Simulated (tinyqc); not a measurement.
Changing the field after the step F: velocity overshoot from momentum and energy balance equations after a field step. Computed by tinyqc, a small Python program. Command: `OMP_NUM_THREADS=1 python tinyqc.py 3030686 3030687 out.jsonl overshoot sweep`. One thread of a shared host (Intel(R) Xeon(R) Processor @ 2.30GHz), about 0.02 s of CPU time with the checks.

At t = 0 the field jumps from 0 to F in a uniform sample. v is the drift velocity and u = w - (3/2) k_B T the excess energy per carrier.

Inputs (values chosen for the exercise, modelled on electrons in germanium except for tau_E):

| quantity | value | unit |
|---|---|---|
| effective mass m | 0.12 | m_0 |
| low-field mobility mu_0 | 3600 | cm^2/(V s) |
| saturation velocity v_s | 0.62 | 1e7 cm/s |
| energy relaxation time tau_E | 0.37 | ps |
| lattice temperature T | 300 | K |
| time step dt | 11 | fs |

Scheme: explicit Euler.

Constants: m_0 = 9.1093837015e-31 kg; e = 1.602176634e-19 C; k_B = 8.617333262e-05 eV/K.

Method:
- dv/dt = e F/m - v/tau_m(u), du/dt = e F v - u/tau_E, tau_m(u) = tau_0/(1 + c u), tau_0 = m mu_0/e, c = mu_0/(e tau_E v_s^2); this choice gives the steady state v (1 + mu_0 F v/v_s^2) = mu_0 F, which saturates at v_s. Steady velocity v = 2 mu_0 F/(1 + sqrt(1 + 4 (mu_0 F/v_s)^2)); u = e F v tau_E; carrier temperature T + 2u/(3 k_B), neglecting the drift energy m v^2/2.
- Step: v_new = v + dt (e F/m - v/tau_m(u)), u_new = u + dt (e F v - u/tau_E). Start v = u = 0; the distance adds dt (v + v_new)/2.
- Run to 8 times the larger of tau_E and tau_0, but at most 20001 steps, and stop early if |v| > 1000 v_s or u < -1/(2c); the run is accepted if the last v is within 0.5 % of the steady value.

One run for each value:

| field after the step F (kV/cm) | peak over steady velocity | peak velocity (1e7 cm/s) | steady velocity (1e7 cm/s) | time of the peak (fs) | distance at the peak (nm) |
|---|---|---|---|---|---|
| 0.13 | 1.0000 | 0.04654 | 0.04654 | 2508 | 10.571 |
| 0.19 | 1.0001 | 0.06759 | 0.06759 | 2057 | 12.332 |
| 0.28 | 1.0007 | 0.09833 | 0.09827 | 1628 | 13.796 |
| 0.40 | 1.0030 | 0.13738 | 0.13697 | 1298 | 14.899 |
| 0.58 | 1.0112 | 0.19145 | 0.18933 | 1001 | 15.410 |
| 0.85 | 1.0342 | 0.26316 | 0.25446 | 770 | 15.698 |
| 1.20 | 1.0769 | 0.34267 | 0.31821 | 594 | 15.179 |
| 1.80 | 1.1634 | 0.45452 | 0.39069 | 440 | 14.323 |
| 2.60 | 1.2811 | 0.57363 | 0.44778 | 341 | 13.644 |

What does the table show, and why?

Over the rows, peak over steady velocity rises from 1.00 to 1.28; peak velocity (1e7 cm/s) rises from 0.0465 to 0.574 (exponent d ln y / d ln x 0.98 between the first rows and 0.63 between the last); steady velocity (1e7 cm/s) rises from 0.0465 to 0.448 (exponent d ln y / d ln x 0.98 between the first rows and 0.37 between the last). At the low end the exponent of steady velocity is 0.98, close to 1: Ohm's law. Overshoot passes 10 % between 1.20 and 1.80 kV/cm; the knee field v_s/mu_0 is 1.72 kV/cm.

Extremes, crossings and ranges named in words are read from the listed rows.
